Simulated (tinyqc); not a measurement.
## Charge needed for a dipole step

Two sheets of opposite charge dd apart with permittivity ei give the step D = q N dd/(eps0 ei).

Parameters, values chosen for the exercise:
- ei = 7 (relative permittivity inside the dipole layer)
- dd = 0.22 nm (thickness of the dipole layer)

Constants: q = 1.602176634e-19 C, eps0 = 8.8541878128e-14 F/cm where lengths are in cm. Results are converted to the units shown.

Results:
```
N (cm^-2)     D (V)  field (MV/cm)  moment (debye/nm^2, 1 D = 3.33564e-30 C m)
1e12       0.005687         0.2585                                      0.1057
2.7e12      0.01536         0.6980                                      0.2853
6.8e12      0.03867          1.758                                      0.7186
4.5e13       0.2559          11.63                                       4.755
1.1e14       0.6256          28.44                                       11.62
2.9e14        1.649          74.97                                       30.64
```

Estimate the missing row, N = 1.7e13 cm^-2.

Computed row:
```
N (cm^-2)    D (V)  field (MV/cm)  moment (debye/nm^2, 1 D = 3.33564e-30 C m)
1.7e13     0.09668          4.395                                       1.796
```

With this row back in the table: D is proportional to N, 0.1 V for 1.76e13 cm^-2. The same sheet as an uncompensated charge under 1 nm of a dielectric of permittivity 3.9 would shift the flat band by 0.816 V, and that shift would grow with thickness, which a dipole step does not. For N = 1.1e14, 2.9e14 the field exceeds 20 MV/cm; it acts over one bond length, where the sheet picture is only a bookkeeping device.

Numbers from tinyqc (`OMP_NUM_THREADS=1 python tinyqc.py 2410060 2410061 out.jsonl`; about 0.01 s on one thread of a shared Intel Xeon 2.30GHz).
